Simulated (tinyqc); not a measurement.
Trap density from two Hall measurements.

Question. p-type body, charge-sheet picture, full ionisation (an idealisation for deep acceptors), Boltzmann statistics for free electrons. e = Ec - EF at the surface. psi = Eg - Vt ln(Nv/Na) - e; N_dep = sqrt(2 eps0 eps_r Na (psi - Vt)/q); n_f = sqrt(N_dep^2 + 2 eps0 eps_r Vt Nc exp(-e/Vt)/q) - N_dep; Vg = Vfb + psi + q (N_dep + n_t + n_f)/Cox, Cox = eps0 eox/tox. Find e and n_t at both points and the mean trap density between them.

Inputs (values chosen for the exercise); band and dielectric values close to those of 4H silicon carbide: temperature T = 250 K; band gap Eg = 3.22 eV; relative permittivity eps_r = 9.83; conduction-band density of states at T Nc = 1.27e19 cm^-3; valence-band density of states at T Nv = 1.92e19 cm^-3; relative permittivity of the insulator eox = 3.9; insulator thickness tox = 46 nm; acceptor density Na = 1.6e16 cm^-3; flat-band voltage without trapped charge Vfb = -2.8 V.

Constants: q = 1.602176634e-19 C, kB = 1.380649e-23 J/K, Vt = kB T/q, eps0 = 8.8541878128e-14 F/cm where lengths are in cm. Results are converted to the units shown.

Vg (V): 2.2276454  3.7682543
free sheet density from the Hall effect (cm^-2): 1.5717787e9  1.7981970e11

Solution. Each n_f fixes e; what the gate voltage holds beyond psi, N_dep and n_f is trapped; the difference quotient is the density, smeared over a few Vt.

e (eV): 0.1550  0.05000
n_t (cm^-2): 2.807e11  7.623e11
mean trap density = 4.587e12 cm^-2 eV^-1

Computed by the program tinyqc: `OMP_NUM_THREADS=1 python tinyqc.py 2222205 2222206 out.jsonl`, one thread of a shared Intel Xeon 2.30GHz, about 0.02 s for the whole run.
